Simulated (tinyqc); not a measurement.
KAI against NLS in time: switching kinetics of a ferroelectric film and the memory window of a ferroelectric gate stack. Computed by tinyqc, a small Python program. Command: `OMP_NUM_THREADS=1 python tinyqc.py 3013896 3013897 out.jsonl feswitch walk`. One thread of a shared host (Intel(R) Xeon(R) Processor @ 2.30GHz), about 0.01 s of CPU time with the checks.

Fields in MV/cm; 1 microcoulomb/cm^2 over eps_0 is 11.29409 MV/cm. In the stack (metal, ferroelectric, interlayer, channel) the channel is taken as a conductor.

Inputs (values chosen for the exercise, for a model film): dimension n = 2; half width w of log10 t = 0.58.

Method. KAI: 1 - exp[-(t/t1)^n]. NLS: the same kernel averaged over the Lorentzian F = (1/pi) w/[(z - log10 t1)^2 + w^2] in z = log10 tau.

Switched share:
```
log10(t/t1)     KAI      NLS
-3.0         0.0000  0.06403
-2.0         0.0001  0.09787
-1.0         0.0100  0.19874
-0.5         0.0952  0.33357
-0.2         0.3284  0.45972
0.0          0.6321  0.55410
0.2          0.9189  0.64331
0.5          1.0000  0.74730
1.0          1.0000  0.84285
2.0          1.0000  0.91401
3.0          1.0000  0.94118
```

What does the comparison show, and why?

KAI goes from 10 to 90 % within 0.67 decades of time; a Lorentzian of this width needs about 2 w tan(0.4 pi) = 3.6 decades. Three decades after t1, 5.9 % of the NLS film has not switched, and three decades before it 6.4 % already has: the tails set write margins and disturb errors.
